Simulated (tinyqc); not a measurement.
# Worked calculation: n-type polysilicon, carrier trapping at grain boundaries

tinyqc, about 0.01 s, one thread, Intel Xeon 2.30GHz (shared host): `OMP_NUM_THREADS=1 python tinyqc.py 2830130 2830131 out.jsonl` Printed values are rounded.

One-dimensional grains of size Lg, uniform ionised doping N, monovalent traps Qt at each boundary at a depth Et below (for electrons) or above (for holes) the band edge there, abrupt depletion of width W on each side of a boundary, Boltzmann statistics. xi is the distance from the band edge at the grain centre to the Fermi level. Trapped charge Qt/(1 + exp((xi + VB - Et)/Vt)) = 2 N W, barrier VB = q N W^2/(2 eps0 eps_r).

Values chosen for this exercise; values of the order met in polycrystalline silicon:
```
symbol   value        unit                                                              meaning
T          300           K                                                          temperature
eps_r     11.7                                                            relative permittivity
NB      2.8e19       cm^-3                               conduction-band density of states at T
Lg         110          nm                                                           grain size
Qt      1.1e12       cm^-2                                     trap density of a grain boundary
Et        0.47          eV  depth of the trap level from the majority band edge at the boundary
ms         0.5          m0                                         mass for thermionic emission
fe         0.5                                           correction factor of the emission rate
mug        170  cm^2/(V s)                                           mobility inside the grains
N       5.3e17       cm^-3                                                               doping
```

Constants: q = 1.602176634e-19 C, kB = 1.380649e-23 J/K, m0 = 9.1093837015e-31 kg, Vt = kB T/q, eps0 = 8.8541878128e-14 F/cm where lengths are in cm. Results are converted to the units shown.

## Starting value

W = 8.3 nm.

W at the start = 8.3 nm

## Iteration 1: new W

Partly depleted grain, xi = Vt ln(NB/N): f = 1/(1 + exp((xi + VB - Et)/Vt)), g = Qt f - 2 N W, g' = -2 Qt f (1 - f) VB/(W Vt) - 2 N, W(new) = W - g/g'.

VB = 0.0282344 V
f = 0.999998
g = 2.20198e11 cm^-2
g' = -1.06001e11 cm^-2/nm
W after iteration 1 = 10.3773 nm

## Iteration 2: new W

As before.

VB = 0.0441360 V
f = 0.999996
g = -6.67730e5 cm^-2
g' = -1.06001e11 cm^-2/nm
W after iteration 2 = 10.3773 nm

## Course of the iteration

Stop when the step is below 1e-10 nm, or after 40 iterations.

Course of the iteration:
```
iteration	W before the step (nm)	step (nm)
1	8.3	2.08
2	10.3773	-6.30e-6
3	10.3773	0
```

Converged in 3 iterations.

## Depletion width, Fermi level and barrier

If the trap equation with xi = Vt ln(NB/N) has a root W < Lg/2, the grain is partly depleted; otherwise W = Lg/2 and the trap equation gives xi = Et - VB + Vt ln(Qt/(N Lg) - 1). N* = Qt/Lg.

N* = 1e17 cm^-3
W = 10.3773 nm
xi = 0.102557 V
VB = 0.0441359 V
share of traps filled = 0.999996

N is 5.30 N*, and the grain is partly depleted; VB = 1.71 Vt.

## Resistivity and effective mobility

n0 = NB exp(-xi/Vt); mean density n0 (1 - 2 W/Lg) by charge balance in a partly depleted grain, and n0 (sqrt(pi)/2) erf(u)/u with u = sqrt(VB/Vt) in a fully depleted one; v = sqrt(kB T/(2 pi ms m0)); barrier resistivity Vt exp(VB/Vt)/(q fe n0 v Lg); grain resistivity (1 - 2 W/Lg)/(q n0 mug); effective mobility 1/(q mean density total resistivity).

n0 = 5.3e17 cm^-3
mean density = 4.30000e17 cm^-3
v = 3.80437e6 cm/s
barrier resistivity = 0.0802256 ohm cm
grain resistivity = 0.0562028 ohm cm
resistivity = 0.136428 ohm cm
effective mobility = 106.394 cm^2/(V s)

The resistivity is 1.97 times that of a single crystal with the same N and mobility mug, and the mean density is 81.1 % of N.
